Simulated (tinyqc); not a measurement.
Thermal, flicker and telegraph noise of a field-effect transistor: one step, computed by the program tinyqc.

Strong inversion, threshold roll-off and channel-length modulation left out; noise sources are uncorrelated and are given as one-sided spectral densities.

Task: Thermal noise and corner. C_ox = 3.9 eps_0/t; V_c = 2 v_s L/mu; I = W C_ox v_s V_ov^2/(V_ov + V_c); g_m = W C_ox v_s V_ov (V_ov + 2 V_c)/(V_ov + V_c)^2; g_d0 = mu C_ox (W/L) V_ov. Thermal: S_I = 4 k_B T gamma g_d0; input-referred S_V = S_I/g_m^2; corner f_c where flicker equals thermal. Total input noise from 1 Hz to f_c: sqrt(S_V,thermal [f_c ln(f_c/1 Hz) + f_c - 1 Hz]).

Inputs (values chosen for the exercise, modelled on a silicon n-channel): width W = 45 micrometre; length L = 560 nm; electrical oxide thickness t = 4.7 nm; mobility mu = 130 cm^2/(V s); saturation velocity v_s = 0.98 1e7 cm/s; overdrive V_ov = 0.2 V; thermal noise factor gamma = 1; frequency f = 30000 Hz; temperature T = 300 K.

Operating region: saturation. Flicker model: number with correlated mobility.

g_m = 1482.148 microsiemens

flicker S_I = 7.629252e-21 A^2/Hz

drain current I = 149.9497 microampere

Constants: k_B = 1.380649e-23 J/K; eps_0 = 8.8541878128e-12 F/m; e = 1.602176634e-19 C.

Give: thermal S_I; input-referred thermal noise; corner frequency f_c; input noise up to f_c; full shot noise 2eI over thermal S_I.

Result:

thermal S_I = 2.543e-23 A^2/Hz

input-referred thermal noise = 3.402 nV/sqrt(Hz)

corner frequency f_c = 9.000e+06 Hz

input noise up to f_c = 42.10 microvolt

full shot noise 2eI over thermal S_I = 1.889

At f the noise is flicker dominated (f_c/f = 300).
